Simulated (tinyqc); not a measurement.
Square on-chip spiral inductor, lumped pi model: two steps of the calculation.

Outer diameter do = di + 2 n wd + 2 (n - 1) sp, mean da = (do + di)/2, fill p = (do - di)/(do + di), length l = 4 n da. L = 2.34 mu0 n^2 da/(1 + 2.75 p), mu0 = 4 pi 1e-7 H/m. Rs = rho l/(wd delta (1 - exp(-th/delta))), delta = sqrt(rho/(pi f mu0)). Cs = n wd^2 eps0 eo/hu across the coil. At each end Cox = l wd eps0 eo/(2 ho) leads to the substrate branch Rsi = 2 rs he/(l wd) in parallel with Csi = l wd eps0 11.7/(2 he). With one end grounded Y = 1/(Rs + i w L) + i w Cs + 1/[1/(i w Cox) + 1/(1/Rsi + i w Csi)], w = 2 pi f; Q = -Im Y/Re Y. Eddy currents in neighbouring turns and in the substrate are left out.

Inputs (values chosen for the exercise); values of the order met in silicon radio-frequency processes:
```
symbol,value,unit,meaning
n,4.5,,number of turns
wd,20,um,line width
sp,2,um,space between turns
di,100,um,inner diameter
th,3.4,um,metal thickness
rho,2.2,uohm cm,metal resistivity
ho,9.4,um,oxide below the coil
hu,1.4,um,oxide between coil and underpass
eo,3.9,,relative permittivity of the oxide
rs,20,ohm cm,substrate resistivity
he,50,um,effective spreading depth in the substrate
f,1,GHz,frequency
```

Constants: eps0 = 8.8541878128e-12 F/m. Results are converted to the units shown.

Question 1. Geometry and model elements. do, l, L, delta, Rs, Cs, Cox, Rsi and Csi as defined.

Give: do; l; L; delta; Rs; Cs; Cox; Rsi; Csi.

Answer 1.

do = 294.0 um
l = 3546 um
L = 4.983 nH
delta = 2.361 um
Rs = 2.165 ohm
Cs = 44.40 fF
Cox = 130.3 fF
Rsi = 282.0 ohm
Csi = 73.47 fF

Question 2. Admittance, quality factor and apparent inductance. Series branch 1/(Rs + i w L), substrate branch, total Y, Q = -Im Y/Re Y, apparent inductance Im(1/Y)/w, metal-only value w L/Rs, share of the loss in the substrate Re(substrate branch)/Re Y.

L = 4.9830963 nH
Rs = 2.1651915 ohm
Cs = 44.397427 fF
Cox = 130.26394 fF
Rsi = 282.00790 ohm
Csi = 73.468863 fF

Find: series branch; substrate branch; Y; Q; apparent inductance; w L/Rs; share of the loss in the substrate.

Answer 2.

series branch = 2.20-31.79i mS
substrate branch = 0.1671+0.7581i mS
Y = 2.37-30.75i mS
Q = 13.00
apparent inductance = 5.145 nH
w L/Rs = 14.46
share of the loss in the substrate = 7.066 %

Q is 89.9 % of the metal-only value.

Numbers from tinyqc (`OMP_NUM_THREADS=1 python tinyqc.py 2302192 2302193 out.jsonl`; about 0.01 s on one thread of a shared Intel Xeon 2.30GHz).
